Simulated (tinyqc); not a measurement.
What each value does: bond unit of a tetrahedral oxide and its oxygen vacancy in tight binding.

Two sp3 hybrids h1, h2 at eh = (es + 3 ep)/4 point at one oxygen with orbitals s, px, py, pz; x joins the two cations, z bisects the angle phi, and th = (180 - phi)/2. With u = hbar^2/(m d^2) = 2c/d^2, c = hbar^2/2m0: Vhs = -(1.32 + sqrt3 x 1.42) u/2 and Vhp = (1.42 + sqrt3 x 2.22) u/2. <h|s> = Vhs for both; <h1|px> = Vhp cos(th), <h2|px> = -Vhp cos(th); <h|pz> = Vhp sin(th) for both; py is a lone pair. The unit holds 8 electrons. Coupling between units, which widens the levels into bands, is left out.

Constants: hbar^2/2m0 = 3.80998211 eV angstrom^2.

Values chosen for the exercise (near tabulated values for SiO2; shifted at random, so the results belong to these values and not to a real crystal):
- es = -14.79 eV (s level of the cation)
- ep = -7.67 eV (p level of the cation)
- eos = -33.41 eV (s level of oxygen)
- eop = -16.82 eV (p level of oxygen)
- d = 1.6 angstrom (cation-oxygen distance)
- phi = 141 degrees (bond angle at oxygen)
- R = 2.89 angstrom (cation-cation distance across the vacancy)

Spacing from the highest filled to the lowest empty level, excess electrons on oxygen (their number less 6), and the vacancy bond level eh - V2 - eop, V2 = 3.22 x 2c/R^2.

Results for these values:

| case | spacing (eV) | excess on O | vacancy level (eV) |
|---|---|---|---|
| base | 10.9228 | 1.0017 | 4.4323 |

What happens to each result for R = 3.04 angstrom, all else kept?

Answer: spacing does not change at the printed digits; excess on O does not change at the printed digits; vacancy level rises from 4.4323 to 4.7150.

The same for each parameter in turn:

| case | spacing (eV) | excess on O | vacancy level (eV) |
|---|---|---|---|
| base | 10.9228 | 1.0017 | 4.4323 |
| es = -14.29 eV | 11.0272 | 1.0106 | 4.5573 |
| ep = -7.17 eV | 11.2368 | 1.0281 | 4.8073 |
| eos = -31.41 eV | 11.0718 | 0.9887 | 4.4323 |
| eop = -16.32 eV | 10.4725 | 0.9679 | 3.9323 |
| d = 1.64 angstrom | 10.6404 | 1.0327 | 4.4323 |
| phi = 133 degrees | 11.3542 | 0.9636 | 4.4323 |
| R = 3.04 angstrom | 10.9228 | 1.0017 | 4.7150 |

Program tinyqc; command `OMP_NUM_THREADS=1 python tinyqc.py 1480506 1480507 out.jsonl`; about 0.01 s on one thread of a shared Intel(R) Xeon(R) Processor @ 2.30GHz.
